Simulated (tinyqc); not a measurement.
# Scale length and barrier from the threshold roll-off

Problem. For L well above Lambda the threshold falls by 2 m sqrt(A (A + Vds)) exp(-pi L/(2 Lambda)), A being the height of the source potential over the barrier top; the two values follow this form. Find Lambda and A.

Inputs (values chosen for the exercise):
- m = 1 (long-channel body factor)
- Vds = 0.5 V (drain voltage)

threshold lowering at L = 16 and 26 nm (mV): [58.437840, 8.5531176]

Solution. The ratio of the two values gives Lambda; the prefactor gives A (A + Vds), a quadratic with one positive root.

Lambda = 8.174 nm
A = 0.4300 V

Computed by the program tinyqc: `OMP_NUM_THREADS=1 python tinyqc.py 2420010 2420011 out.jsonl`, one thread of a shared Intel Xeon 2.30GHz, about 0.01 s for the whole run.
